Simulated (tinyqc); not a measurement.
Inside a calculation. Method: lattice vibrations of a chain. Computed by tinyqc, a small Python program that keeps every step. Command: `OMP_NUM_THREADS=1 python tinyqc.py 31804 31805 out.jsonl` (the two numbers bound the seeds that draw the settings). One thread of a shared host (Intel(R) Xeon(R) Processor @ 2.60GHz), about 0.01 s of CPU time with the checks.

## Dynamical matrix at q = 0.35

A chain moving along its axis:
```
atom  mass (u)  spring to the next atom (eV/angstrom^2)
1     104.1000                                  20.7000
2      92.1000                                   4.9000
3      50.0000                                  27.0000
4      72.4000                                   4.1000
```

q is in units of 2 pi/a. A spring k from atom i to atom j, n cells on, adds k to Phi_ii and Phi_jj, -k exp(2 pi i q n) to Phi_ij and the conjugate to Phi_ji (for one atom a cell: 2k (1 - cos 2 pi q n)); D_ij = Phi_ij / sqrt(m_i m_j).

D(q) (eV/(angstrom^2 u)):
```
[[0.2382, -0.2114, 0.0000, 0.0278+0.0382i],
 [-0.2114, 0.2780, -0.0722, 0.0000],
 [0.0000, -0.0722, 0.6380, -0.4488],
 [0.0278-0.0382i, 0.0000, -0.4488, 0.4296]]
```

## Frequencies

omega^2 are the eigenvalues; wavenumber = 521.4708 sqrt(eigenvalue) 1/cm.

eigenvalues: [0.0261, 0.0830, 0.4750, 0.9997]

wavenumbers (1/cm): [84.2, 150.2, 359.4, 521.4]

weights |e|^2 of the mass-weighted modes, order atom 1, atom 2, atom 3, atom 4:
```
[[0.3765, 0.1744, 0.4480, 0.0011],
 [0.3335, 0.1290, 0.5314, 0.0062],
 [0.1193, 0.2657, 0.0038, 0.6112],
 [0.1707, 0.4310, 0.0168, 0.3815]]
```

## Dispersion and heat capacity

C/k_B per atom = mean over q = (j + 1/2)/80, j = 0..39 and all branches of y^2 e^y/(e^y - 1)^2, y = hc wavenumber / k_B T.

Wavenumbers (1/cm):
```
q       branch 1  branch 2  branch 3  branch 4
0.0000    0.0000  179.4227  355.0093  521.9652
0.0625   15.6914  178.3792  355.2279  521.9383
0.1250   31.2716  175.2957  355.8454  521.8615
0.1875   46.6201  170.3071  356.7560  521.7461
0.2500   61.5933  163.6254  357.8104  521.6095
0.3125   75.9881  155.5466  358.8447  521.4723
0.3750   89.4278  146.5407  359.7065  521.3555
0.4375  100.8619  137.7342  360.2750  521.2772
0.5000  106.3622  133.1041  360.4733  521.2497
```

Heat capacity:
```
T (K)  C/k_B per atom
20             0.0934
50             0.2463
100            0.4416
200            0.7035
300            0.8346
600            0.9514
1200           0.9873
```

zero-point energy per atom = 17.0376 meV
